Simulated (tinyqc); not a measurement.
Two coupled magnetic layers: synthetic antiferromagnet, spin flop, exchange bias and magnetoresistance: one step, computed by the program tinyqc.

Moments lie in the plane at the angles p1, p2 from the field. Energy per area: E = J1 cos(p1 - p2) + J2 cos^2(p1 - p2) - B M_s (t1 cos p1 + t2 cos p2) + K (t1 sin^2 p1 + t2 sin^2 p2).

Task: Saturation field. The parallel state is stable while the Hessian at p1 = p2 = 0 is positive: with c = J1 + 2 J2 and u = B M_s + 2K, (u t1 - c)(u t2 - c) > c^2, so B_sat M_s = c (1/t1 + 1/t2) - 2K. B_K = 2K/M_s.

Inputs (values chosen for the exercise, for a model stack):
```
quantity                          value    unit
saturation magnetisation M_s       1370    kA/m
thickness t1                        4.9      nm
thickness t2                        3.8      nm
antiferromagnetic coupling J1      0.85  mJ/m^2
biquadratic coupling J2          0.0057  mJ/m^2
in-plane anisotropy K               3.5  kJ/m^3
field over the saturation field     0.5       -
```

Field direction: along the easy axis.

Give: exchange field c (1/t1 + 1/t2)/M_s; B_K; saturation field B_sat; applied field B.

Result:

exchange field c (1/t1 + 1/t2)/M_s = 293.8 mT

B_K = 5.109 mT

saturation field B_sat = 288.7 mT

applied field B = 144.3 mT
